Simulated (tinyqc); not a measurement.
# Worked calculation: piezoresistors in the (001) plane of a cubic crystal

Program tinyqc, `OMP_NUM_THREADS=1 python tinyqc.py 2530036 2530037 out.jsonl`; Intel Xeon 2.30GHz, shared host, one thread, about 0.01 s. Printed values are rounded.

Plane stress in crystal axes x = [100], y = [010]. First-order piezoresistance: d rho_xx/rho = p11 sxx + p12 syy, d rho_yy/rho = p12 sxx + p11 syy, d rho_xy/rho = p44 sxy; a resistor along d = (cos th, sin th) changes by dR/R = d.(d rho/rho).d. Changes of geometry and second-order terms are left out.

Parameters, values chosen for the exercise; coefficients close to those of lightly doped p-type silicon:
- p11 = 6.96 x 1e-11/Pa (piezoresistive coefficient)
- p12 = -1.17 x 1e-11/Pa (piezoresistive coefficient)
- p44 = 141 x 1e-11/Pa (piezoresistive coefficient)
- th = 45 deg (angle of the current from [100])
- Sx = 206 MPa (stress sxx)
- Sy = 122 MPa (stress syy)
- St = -17 MPa (shear stress sxy)
- Vb = 1.8 V (bridge supply)
- E = 159 GPa (Young's modulus along [110])

Range of the model: Above about 200 MPa second-order terms begin to count.

## Change of the resistivity tensor

As in the introduction.

d rho/rho (%):
```
          x         y
x   1.29102  -2.39700
y  -2.39700   0.60810
```

## Resistors at th and th + 90 degrees, and the bridge

dR/R = d.(d rho/rho).d. A full bridge with two resistors of each kind in opposite arms gives Vout = Vb (a - b)/(2 + a + b), a and b the two dR/R.

dR/R at th = -1.44744 %
dR/R at th + 90 = 3.34656 %
Vout = -42.7402 mV

## Longitudinal and transverse coefficients

For uniaxial stress along or across the current: pL = p11 - (A/2) sin^2(2 th), pT = p12 + (A/2) sin^2(2 th), A = p11 - p12 - p44. Gauge factor along [110]: E (p11 + p12 + p44)/2.

A = -132.870 x 1e-11/Pa
pL = 73.3950 x 1e-11/Pa
pT = -67.6050 x 1e-11/Pa
gauge factor = 116.698
